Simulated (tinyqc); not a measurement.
What each parameter does: Kronig-Penney superlattice by transfer matrices.

Wells (width a, potential 0, mass mw) alternate with barriers (width b, height V0, mass mb); period d = a + b; c = hbar^2/2m0. The vector (psi, psi'/m) is continuous, and a layer of thickness t carries it by M = [[cos kt, (m/k) sin kt], [-(k/m) sin kt, cos kt]] with k = sqrt(m (E - V)/c); for E < V, k = i kappa gives [[cosh, (m/kappa) sinh], [(kappa/m) sinh, cosh]] of kappa t. A Bloch state obeys cos(q d) = tr(Mb Mw)/2.

Constants: hbar^2/2m0 = 3.80998211 eV angstrom^2.

Values chosen for the exercise (near those of a GaAs superlattice with barriers of AlGaAs; not measured data): a = 75 angstrom (well width); b = 43 angstrom (barrier width); V0 = 0.194 eV (barrier height); mw = 0.0663 m0 (mass in the wells); mb = 0.0869 m0 (mass in the barriers).

Bottom and width of the first miniband, the gap above it, and m_z = -2 c f'/d^2 with f = tr M/2.

One parameter was then changed.

Results before and after:
```
case     bottom (eV)  width (meV)  gap (meV)  m_z (m0)
base          0.0391          7.7       97.4    0.1661
changed       0.0404          8.4      102.3    0.1527
```

Which of these changes was made? (a) V0 = 0.223 eV; (b) b = 37 angstrom; (c) mb = 0.0739 m0; (d) a = 67 angstrom; (e) mw = 0.0597 m0.

Answer: (e) mw = 0.0597 m0. Of the candidates, run in turn, only this one gives the changed row.

All candidates:
```
case             bottom (eV)  width (meV)  gap (meV)  m_z (m0)
base                  0.0391          7.7       97.4    0.1661
a = 67 angstrom       0.0448          9.7      106.9    0.1541
b = 37 angstrom       0.0376         10.9       93.1    0.1359
V0 = 0.223 eV         0.0419          6.3      107.0    0.1956
mw = 0.0597 m0        0.0404          8.4      102.3    0.1527
mb = 0.0739 m0        0.0402          9.6       94.9    0.1372
```

Computed by tinyqc, a small Python program: `OMP_NUM_THREADS=1 python tinyqc.py 1281431 1281432 out.jsonl` (the numbers bound the seed that draws the inputs); one thread of a shared host (Intel(R) Xeon(R) Processor @ 2.30GHz), about 0.07 s for the whole set of steps.
